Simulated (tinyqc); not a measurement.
Worked calculation: two-sublattice mean-field magnet: ferrimagnet, compensation points and susceptibility. Computed by tinyqc, a small Python program that keeps every step. Command: `OMP_NUM_THREADS=1 python tinyqc.py 3015537 3015538 out.jsonl ferri walk`. One thread of a shared host (Intel(R) Xeon(R) Processor @ 2.30GHz), about 0.01 s of CPU time with the checks. Intermediate numbers are printed to about 5 digits and carried at full precision; extremes and crossings named in words are read from the listed rows.

A random alloy A(1-x)B(x) with H = -sum over pairs J S_i.S_j. a = <S_A> and b = <S_B> are taken along z, a > 0. Exchange fields: h_A = (1 - x) zJ_AA a + x zJ_AB b, h_B = (1 - x) zJ_AB a + x zJ_BB b; a = S_A B_(S_A)(S_A h_A/(k_B T)) and likewise for b, with the Brillouin function B_S(y) = [(2S + 1)/(2S)] coth[(2S + 1) y/(2S)] - [1/(2S)] coth[y/(2S)].

Inputs (values chosen for the exercise, for a model ferrimagnet): spin S_A = 2.5; spin S_B = 2.5; g factor g_A = 2.1; g factor g_B = 2; fraction x of B sites = 0.36; z J_AA = 8.02 meV; z J_BB = 0.38 meV; z J_AB = -2.5 meV; T over T_c = 0.32; largest number of steps = 3000.

Constants: k_B = 8.617333262e-05 eV/K.

## Ordering temperature

Linearised, T (a, b) = M (a, b) with M_ij = S_i (S_i + 1) c_j zJ_ij/(3 k_B), c_A = 1 - x, c_B = x. T_c is the larger eigenvalue, and its eigenvector gives b/a at onset, (T_c - M_AA)/M_AB.

M (K), rows A, B:
$$\begin{pmatrix}
173.73 & -30.46 \\
-54.15 & 4.63
\end{pmatrix}$$

eigenvalues (K): [-4.62, 182.98]

T_c = 182.98 K

b/a at onset = -0.30365

T = 58.553 K

The antiferromagnetic A-B coupling raises T_c by 9 K over that of A alone.

## First step

Start from a = S_A, b = -S_B and apply the equations once.

h_A = 15.082 meV

h_B = -4.342 meV

new a = 2.4470

new b = -1.8016

## Self-consistent moments

Repeat from a = S_A, b = -S_B until a and b change by less than 1e-10.

Iteration:
```
step       a        b  largest change
1     2.5000  -2.5000      6.9837e-01
2     2.4470  -1.8016      3.9161e-02
3     2.4360  -1.7625      5.1708e-03
4     2.4347  -1.7573      6.1249e-04
5     2.4346  -1.7567      7.4240e-05
6     2.4346  -1.7566      8.9729e-06
7     2.4346  -1.7566      1.0851e-06
8     2.4346  -1.7566      1.3121e-07
9     2.4346  -1.7566      1.5866e-08
10    2.4346  -1.7566      1.9185e-09
11    2.4346  -1.7566      2.3199e-10
12    2.4346  -1.7566      2.8053e-11
```

a = 2.4346

b = -1.7566

last change = 2.8053e-11

a is at 97 % and b at 70 % of saturation: the B spins feel the weaker field per spin and lose their order faster.

## Net moment and spin

Net moment m = (1 - x) g_A a + x g_B b in mu_B per site; net spin s = (1 - x) a + x b. At T = 0, a = S_A and b = -S_B. Effective g = m/s.

net moment m = 2.0073 mu_B

net spin s = 0.92574

m at T = 0 = 1.56 mu_B

effective g = 2.1683

A dominates at T, as at T = 0.

## Compensation temperatures

Net moment m = (1 - x) g_A a + x g_B b in mu_B per site; net spin s = (1 - x) a + x b. T_M: m = 0; T_A: s = 0; searched between 0.02 and 0.97 T_c, and given as 0 if there is no change of sign.

magnetic compensation T_M = 0 K

angular-momentum compensation T_A = 0 K

No compensation in this range.

## Moments against temperature

The formulas are those given above.

Sublattices:
```
T/T_c   T (K)    a/S_A   -b/S_B  m (mu_B)
0.05     9.15  1.00000  0.99837    1.5629
0.15    27.45  0.99926  0.92302    1.6961
0.30    54.89  0.97910  0.72904    1.9775
0.45    82.34  0.92502  0.54476    2.1275
0.60   109.79  0.83588  0.39697    2.0940
0.72   131.74  0.73091  0.29809    1.9193
0.84   153.70  0.57642  0.20523    1.5673
0.92   168.34  0.41881  0.13732    1.1600
0.97   177.49  0.26073  0.08143    0.7295
```

At 0.45 T_c A keeps 0.93 and B 0.54 of saturation. |m| first rises, to 2.127 at 0.45 T_c, because the minority sublattice falls faster (type P).

## Susceptibility above T_c

With a field B, T (a, b) = M (a, b) + (mu_B B/(3 k_B)) (g_A S_A (S_A + 1), g_B S_B (S_B + 1)). chi = m/B per site; C = mu_B [(1 - x) g_A^2 S_A (S_A + 1) + x g_B^2 S_B (S_B + 1)]/(3 k_B); the table gives C/chi, which tends to T - theta.

Inverse susceptibility:
```
T (K)   C/chi (K)  T - C/chi (K)
186.6         8.1         178.54
201.3        37.3         164.01
228.7        83.0         145.68
274.5       146.5         127.97
366.0       255.1         110.83
548.9       451.4          97.52
914.9       826.1          88.83
1829.8     1746.6          83.20
```

T - C/chi sinks from 179 K just above T_c to 83 K at 10 T_c, on its way to the asymptotic theta. The curve of 1/chi is a hyperbola that bends down to zero at T_c = 183 K, so a Curie-Weiss line fitted at high T misses T_c.

Checks made by the program: the fixed point (relative difference below 1e-10).
